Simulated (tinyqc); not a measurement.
# Frequency dispersion of an accumulation capacitance by border traps, distributed model: what changes with what

Traps spread evenly through the insulator exchange electrons with the semiconductor by tunnelling, with tau(x) = t0 exp(2 ka x) at depth x from the interface. The admittance per area Y seen at depth x obeys dY/dx = -Y^2/(i w eps0 eox) + q Nb ln(1 + i w tau)/tau, with Y(0) = i w Cs and w = 2 pi f; the gate sees Y(tox) = G + i w C. Working variable y = Y/(i w), in uF/cm^2. Cox = eps0 eox/tox.

Values chosen for this exercise; permittivity close to that of hafnium oxide: relative permittivity of the insulator eox = 19.4; insulator thickness tox = 3.8 nm; semiconductor capacitance in accumulation Cs = 4.9 uF/cm^2; density of border traps Nb = 2.8e19 cm^-3 eV^-1; decay constant of the wave function in the insulator ka = 3.1 1/nm; time constant of a trap at the interface t0 = 8e-9 s; frequency f = 1000 Hz.

Constants: q = 1.602176634e-19 C, eps0 = 8.8541878128e-14 F/cm where lengths are in cm. Results are converted to the units shown.

Each table varies one quantity; the others keep the values above.

## Capacitance and loss against frequency

Cox; trap-free value 1/(1/Cox + 1/Cs); response depth d = ln(1/(w t0))/(2 ka), where w tau = 1; lumped estimate: all traps within d act as C_bt = q Nb d placed at d/2, so C = 1/{1/[1/(1/Cs + d/(2 eps0 eox)) + C_bt] + (tox - d/2)/(eps0 eox)}. C and G from a fine integration; dispersion -d C/d log10 f over C, from f times and over 1.1. For a broad spread of time constants G/w is close to -(pi/2) dC/d ln w.

The same in every row: trap-free C (uF/cm^2) = 2.351.

Capacitance and loss against frequency:

| f (Hz) | d (nm) | C (uF/cm^2) | G/w (uF/cm^2) | dispersion (% a decade) | -(pi/2) dC/d ln w (uF/cm^2) | lumped C (uF/cm^2) |
|---|---|---|---|---|---|---|
| 10 | 2.339 | 2.806 | 0.07083 | 3.694 | 0.07071 | 2.741 |
| 100 | 1.968 | 2.709 | 0.06200 | 3.347 | 0.06185 | 2.657 |
| 1000 | 1.596 | 2.624 | 0.05413 | 3.017 | 0.05401 | 2.583 |
| 10000 | 1.225 | 2.550 | 0.04710 | 2.702 | 0.04700 | 2.516 |
| 1e5 | 0.8537 | 2.486 | 0.04075 | 2.400 | 0.04070 | 2.458 |
| 1e6 | 0.4823 | 2.431 | 0.03471 | 2.110 | 0.03499 | 2.407 |
| 1e7 | 0.1109 | 2.384 | 0.02629 | 1.729 | 0.02811 | 2.363 |

Read the table: what changes, and by how much?

C falls from 2.806 to 2.384 uF/cm^2, towards the trap-free 2.351; each decade of frequency removes ln 10/(2 ka) = 0.371 nm from the response depth. The dispersion falls from 3.69 to 1.73 % a decade and G/w falls from 0.0708 to 0.0263 uF/cm^2. G/w lies between 0.935 and 1.00 times -(pi/2) dC/d ln w, the relation for a broad spread of time constants.

## Effect of the density of border traps

Same model as above.

The same in every row: d (nm) = 1.596; trap-free C (uF/cm^2) = 2.351.

Results:

| Nb (cm^-3 eV^-1) | C (uF/cm^2) | G/w (uF/cm^2) | dispersion (% a decade) | -(pi/2) dC/d ln w (uF/cm^2) | lumped C (uF/cm^2) |
|---|---|---|---|---|---|
| 1e18 | 2.362 | 0.002107 | 0.1306 | 0.002103 | 2.360 |
| 2e18 | 2.372 | 0.004200 | 0.2591 | 0.004193 | 2.369 |
| 6e18 | 2.413 | 0.01243 | 0.7542 | 0.01241 | 2.404 |
| 3e19 | 2.642 | 0.05765 | 3.190 | 0.05751 | 2.598 |
| 7e19 | 2.978 | 0.1199 | 5.879 | 0.1194 | 2.876 |
| 2e20 | 3.785 | 0.2527 | 9.718 | 0.2509 | 3.514 |
| 4e20 | 4.555 | 0.3618 | 11.52 | 0.3580 | 4.081 |

Estimate the missing row, Nb = 1e19 cm^-3 eV^-1.

Computed row:

| Nb (cm^-3 eV^-1) | C (uF/cm^2) | G/w (uF/cm^2) | dispersion (% a decade) | -(pi/2) dC/d ln w (uF/cm^2) | lumped C (uF/cm^2) |
|---|---|---|---|---|---|
| 1e19 | 2.453 | 0.02046 | 1.221 | 0.02042 | 2.438 |

With this row back in the table: As Nb goes from 1e18 to 4e20, C rises from 2.36 to 4.55 uF/cm^2, the dispersion rises from 0.131 to 11.5 % a decade and G/w rises from 0.00211 to 0.362 uF/cm^2. The lumped estimate is 0.063 % below C in the first row and 10 % below it in the last. The dispersion goes as Nb^(0.99) between the first two rows and Nb^(0.25) between the last two: dense traps near the interface screen those behind them.

Numbers from tinyqc (`OMP_NUM_THREADS=1 python tinyqc.py 2202236 2202237 out.jsonl`; about 0.3 s on one thread of a shared Intel Xeon 2.30GHz).
